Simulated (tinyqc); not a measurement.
# MESFET, gradual channel with velocity saturation: depletion, velocity and field along the channel

A uniformly doped n-type channel, depleted from the top by a Schottky gate; at channel potential V the depleted share of a is u = sqrt((Vbi - Vg + V)/Vp), s at the source. Electrons drift with v = mu E/(1 + mu E/vsat). Abrupt depletion edge, no series resistance, source at 0.

Vbi = phiB - Vt ln(Nc/Nd); Vp = q Nd a^2/(2 eps0 eps_r); G0 = q mu Nd a W/L; Z = mu Vp/(vsat L); s = sqrt((Vbi - Vg)/Vp). I = (G0 Vp/3) F/(1 + Z (u^2 - s^2)), F = 3 (u^2 - s^2) - 2 (u^3 - s^3), with u at V = Vd; Z = 0 gives constant mobility, for which u stops at 1. At channel potential V: y/L = (G0 Vp/3) F(u)/I - Z V/Vp, v = vsat I Z/(G0 Vp (1 - u)), E = (vsat/mu) w/(1 - w) with w = v/vsat.

Inputs (values chosen for the exercise); material values those of a made-up semiconductor:
- T = 300 K (temperature)
- eps_r = 13.3 (relative permittivity of the semiconductor)
- Nc = 3.41e17 cm^-3 (conduction-band density of states at T)
- Nd = 1.5e17 cm^-3 (donor density of the channel)
- a = 200 nm (channel thickness)
- mu = 4400 cm^2/(V s) (low-field mobility at this doping)
- vsat = 9.6e6 cm/s (saturation velocity)
- L = 0.5 um (gate length)
- W = 100 um (gate width)
- phiB = 0.83 V (Schottky barrier)
- Vg = 0 V (gate voltage)
- Vd = 0.29 V (drain voltage)

Constants: q = 1.602176634e-19 C, kB = 1.380649e-23 J/K, Vt = kB T/q, eps0 = 8.8541878128e-14 F/cm where lengths are in cm. Results are converted to the units shown.

Along the channel:
```
V (V)	u	y/L	v (cm/s)	E (kV/cm)
0	0.4451	0.000	6.501e6	4.576
0.0483	0.4582	0.203	6.658e6	4.937
0.0967	0.4710	0.392	6.819e6	5.348
0.145	0.4834	0.565	6.982e6	5.819
0.1933	0.4955	0.724	7.149e6	6.365
0.2417	0.5073	0.869	7.321e6	7.009
0.29	0.5188	1.000	7.497e6	7.776
```

What does the table show?

From source to drain the open share 1 - u falls from 0.555 to 0.481, so the velocity rises by a factor of 1.15, to 0.781 vsat, and the field by 1.70. Half of Vd drops over the last 43 % of the gate length.

Computed by the program tinyqc: `OMP_NUM_THREADS=1 python tinyqc.py 2500009 2500010 out.jsonl`, one thread of a shared Intel Xeon 2.30GHz, about 0.04 s for the whole run.
